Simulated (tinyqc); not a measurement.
Energy and delay of logic against supply voltage: one step of the calculation.

One expression serves below and above threshold: I(Vg) = Ik [ln(1 + exp((Vg - VT + dd V)/(al nf Vt)))]^al, with I_on = I(V) and I_off = I(0). Gate delay td = kd C V/I_on, clock period LD td. Per gate and cycle the switching energy is act C V^2 and the leakage energy I_off V LD td. No short-circuit current, no variation. Minima are sought above 0.09 V; below a few Vt gates no longer switch and the model has no meaning.

Question. New V. Minimum-energy supply: E(V) is the energy per gate and cycle; with h = 0.001 V, E' = (E(V + h) - E(V - h))/(2 h), E'' = (E(V - h) - 2 E(V) + E(V + h))/h^2, V(new) = V - E'/E''.

Parameters, values chosen for the exercise; values of the order met in logic technologies:

| symbol | value | unit | meaning |
|---|---|---|---|
| T | 300 | K | temperature |
| VT | 0.35 | V | threshold voltage at zero drain bias |
| nf | 1.29 |  | slope factor |
| dd | 0.08 |  | barrier lowering per volt of supply |
| Ik | 0.38 | uA | specific current of a gate |
| al | 1.6 |  | exponent of the current law |
| C | 2.7 | fF | load capacitance of a gate |
| kd | 0.8 |  | delay factor |
| LD | 16 |  | logic depth |
| act | 0.02 |  | activity factor |

Constants: q = 1.602176634e-19 C, kB = 1.380649e-23 J/K, Vt = kB T/q. Results are converted to the units shown.

V at the start = 0.29 V

Wanted: E'; E''; V after iteration 1.

Answer.

E' = 19.56 aJ/V
E'' = 352.5 aJ/V^2
V after iteration 1 = 0.2345 V

Computed by the program tinyqc: `OMP_NUM_THREADS=1 python tinyqc.py 2082186 2082187 out.jsonl`, one thread of a shared Intel Xeon 2.30GHz, about 0.01 s for the whole run.
